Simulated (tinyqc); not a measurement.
ROHF in the 6-31g basis, for H2+, spin multiplicity 2, step by step. One step of it, computed by the program tinyqc.

Task: Iteration 2: Roothaan effective Fock matrix. With projectors Pc = D(beta) S, Po = (D(alpha) - D(beta)) S, Pv = 1 - D(alpha) S, the block xy is Px^T F Py; with Fc = (F(alpha) + F(beta))/2, the blocks are Fc for cc, oo, vv and cv, F(beta) for co and F(alpha) for ov.

F(alpha) (hartree):
```
           1H 1s      1H 2s      2H 1s      2H 2s
1H 1s  -0.477996  -0.751584  -0.418546  -0.548089
1H 2s  -0.751584  -0.713959  -0.548089  -0.633918
2H 1s  -0.418546  -0.548089  -0.477996  -0.751584
2H 2s  -0.548089  -0.633918  -0.751584  -0.713959
```

F(beta) (hartree):
```
           1H 1s      1H 2s      2H 1s      2H 2s
1H 1s  -0.062713  -0.392133  -0.185942  -0.256827
1H 2s  -0.392133  -0.349316  -0.256827  -0.300877
2H 1s  -0.185942  -0.256827  -0.062713  -0.392133
2H 2s  -0.256827  -0.300877  -0.392133  -0.349316
```

D(alpha) after iteration 1:
```
          1H 1s     1H 2s     2H 1s     2H 2s
1H 1s  0.107398  0.105051  0.107398  0.105051
1H 2s  0.105051  0.102755  0.105051  0.102755
2H 1s  0.107398  0.105051  0.107398  0.105051
2H 2s  0.105051  0.102755  0.105051  0.102755
```

D(beta) after iteration 1:
```
          1H 1s     1H 2s     2H 1s     2H 2s
1H 1s  0.000000  0.000000  0.000000  0.000000
1H 2s  0.000000  0.000000  0.000000  0.000000
2H 1s  0.000000  0.000000  0.000000  0.000000
2H 2s  0.000000  0.000000  0.000000  0.000000
```

overlap S:
```
          1H 1s     1H 2s     2H 1s     2H 2s
1H 1s  1.000000  0.658292  0.140099  0.329716
1H 2s  0.658292  1.000000  0.329716  0.654159
2H 1s  0.140099  0.329716  1.000000  0.658292
2H 2s  0.329716  0.654159  0.658292  1.000000
```

Give: effective F.

Result:

effective F (hartree):
```
         1H 1s    1H 2s    2H 1s    2H 2s
1H 1s  -0.2960  -0.5746  -0.3279  -0.4052
1H 2s  -0.5746  -0.4992  -0.4052  -0.4350
2H 1s  -0.3279  -0.4052  -0.2960  -0.5746
2H 2s  -0.4052  -0.4350  -0.5746  -0.4992
```
